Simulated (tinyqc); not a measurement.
## Pinning of the barrier by interface states

Cowley-Sze model with the space charge neglected: phiB = S (phiM - chi) + (1 - S)(Eg - phi0), S = 1/(1 + q Dit dl/(eps0 ei)), dl in cm.

Parameters, values chosen for the exercise; band and dielectric values those of a made-up semiconductor:
```
symbol  value  unit                                         meaning
Eg       1.32    eV                                        band gap
chi      4.66    eV                               electron affinity
dl        0.2    nm              thickness of the interfacial layer
ei          2        relative permittivity of the interfacial layer
phi0     0.46    eV            neutral level above the valence band
phiM     5.38    eV                             metal work function
```

Constants: q = 1.602176634e-19 C, eps0 = 8.8541878128e-14 F/cm where lengths are in cm. Results are converted to the units shown.

Pinning of the barrier by interface states:
```
Dit (cm^-2 eV^-1)        S  phiB (eV)  change of phiB for 0.5 eV more work function (eV)
1e11                0.9982     0.7203                                             0.4991
3e11                0.9946     0.7208                                             0.4973
1e12                0.9822     0.7225                                             0.4911
3e12                0.9485     0.7272                                             0.4743
1e13                0.8468     0.7415                                             0.4234
3e13                0.6481     0.7693                                             0.3241
1e14                0.3559     0.8102                                             0.1780
3e14                0.1556     0.8382                                            0.07778
1e15               0.05237     0.8527                                            0.02618
```

What does the comparison show?

S falls from 0.998 to 0.0524, passing 1/2 at Dit = eps0 ei/(q dl) = 5.53e13 cm^-2 eV^-1. The barrier rises from 0.720 to 0.853 eV, from near the Schottky-Mott value phiM - chi = 0.720 eV towards the pinned value Eg - phi0 = 0.860 eV.

Numbers from tinyqc (`OMP_NUM_THREADS=1 python tinyqc.py 2020009 2020010 out.jsonl`; about 0.09 s on one thread of a shared Intel Xeon 2.30GHz).
